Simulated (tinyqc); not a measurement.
Superjunction drift layer against a plain one, charge balance: one step of the calculation.

Alternating n and p pillars of equal width wp, doping N and length Lp. When depleted, the lateral field peaks at Ex = q N wp/(2 eps0 eps_r) at the pillar junctions and a uniform vertical field Ey is added; breakdown is taken where Ex^2 + Ey^2 = Ef^2. Only the n pillars conduct, narrowed by the zero-bias depletion. A first-order model: the field peaks at the pillar ends are left out.

Task. Design of the pillars. Ex = a Ef gives N = 2 eps0 eps_r a Ef/(q wp); Ey = Ef sqrt(1 - a^2); Lp = BV/Ey; xd = sqrt(eps0 eps_r Vb/(q N)) on each side; Rsp = 2 Lp/(q mu(N) N (1 - 2 xd/wp)). mu(N) = mi + (mx - mi)/(1 + (N/Nr)^0.9).

Parameters, values chosen for the exercise; values close to those of silicon:
```
symbol   value        unit                                     meaning
eps_r     12.1              relative permittivity of the semiconductor
mx        1350  cm^2/(V s)                      mobility at low doping
mi        91.9  cm^2/(V s)                     mobility at high doping
Nr      1.3e17       cm^-3            reference doping of the mobility
BV         620           V                    wanted breakdown voltage
wp           2          um                        width of each pillar
Ef        0.29       MV/cm           critical field inside the pillars
a         0.78                     lateral peak field as a share of Ef
Vb         0.8           V    built-in voltage of the pillar junctions
```

Constants: q = 1.602176634e-19 C, eps0 = 8.8541878128e-14 F/cm where lengths are in cm. Results are converted to the units shown.

Give: N; Ey; Lp; xd; Rsp.

Result.

N = 1.5126e16 cm^-3
Ey = 0.18148 MV/cm
Lp = 34.164 um
xd = 0.18806 um
Rsp = 2.9148 mohm cm^2

The pillars have an aspect ratio of 17.1. Their doping is 43.3 times, and their Rsp 0.0450 times, that of the plain layer.

Computed by the program tinyqc: `OMP_NUM_THREADS=1 python tinyqc.py 2590139 2590140 out.jsonl`, one thread of a shared Intel Xeon 2.30GHz, about 0.01 s for the whole run.
